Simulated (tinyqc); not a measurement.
Thin-film transistor with exponential tail and deep states, accumulation layer: two steps of the calculation.

An undoped film in accumulation, thicker than the space-charge layer. With band bending psi the Fermi level lies E0 - psi below the band edge. Free electrons n = n0 exp(psi/Vt) carry the current; electrons in two exponential distributions of traps, a = a0 exp(psi/Va) and d = d0 exp(psi/Vp), do not. Linear regime, ohmic contacts, traps in equilibrium.

Parameters, values chosen for the exercise; values close to those of amorphous silicon:
- T = 250 K (temperature)
- eps_r = 11.8 (relative permittivity of the semiconductor)
- Nc = 5.9e19 cm^-3 (density of extended states)
- Nt = 8.6e19 cm^-3 (total density of tail states)
- Tt = 350 K (characteristic temperature of the tail)
- Nd = 4.4e17 cm^-3 (total density of deep states)
- Td = 1050 K (characteristic temperature of the deep states)
- E0 = 0.47 eV (bulk Fermi level below the band edge)
- Ci = 35 nF/cm^2 (gate capacitance)
- Vg = 13 V (gate voltage above flat band)

Constants: q = 1.602176634e-19 C, kB = 1.380649e-23 J/K, Vt = kB T/q, eps0 = 8.8541878128e-14 F/cm where lengths are in cm. Results are converted to the units shown.

Task 1. Bulk densities. Va = kB Tt/q, Vp = kB Td/q; n0 = Nc exp(-E0/Vt), a0 = Nt th(T/Tt) exp(-E0/Va), d0 = Nd th(T/Td) exp(-E0/Vp), th(x) = pi x/sin(pi x).

Find: Va; Vp; th(T/Tt); n0; a0; d0.

Result 1.

Va = 0.03016 V
Vp = 0.09048 V
th(T/Tt) = 2.870
n0 = 1.977e10 cm^-3
a0 = 4.214e13 cm^-3
d0 = 2.684e15 cm^-3

Task 2. Surface potential by Newton steps. Va = kB Tt/q, Vp = kB Td/q. G(psi) = sum over the three kinds of c0 [V (exp(psi/V) - 1) - psi], field F = sqrt(2 q G/(eps0 eps_r)); Vg = psi + eps0 eps_r F/Ci at the surface. f = psi + eps0 eps_r F/Ci - Vg, f' = 1 + q rho/(Ci F) with rho = sum c0 (exp(psi/V) - 1); psi(new) = psi - f/f'.

psi after iteration 1 = 1.1166717 V
n0 = 1.9772839e10 cm^-3
a0 = 4.2141016e13 cm^-3
d0 = 2.6843141e15 cm^-3

Wanted: F; f; f'; psi after iteration 2.

Result 2.

F = 2.060e9 kV/cm
f = 6.149e7 V
f' = 1.427e9
psi after iteration 2 = 1.074 V

The value that enters this step is an overshoot, farther from the solution than the start was, so its intermediate quantities are not physical.

tinyqc, about 0.02 s, one thread, Intel Xeon 2.30GHz (shared host): `OMP_NUM_THREADS=1 python tinyqc.py 2610035 2610036 out.jsonl`
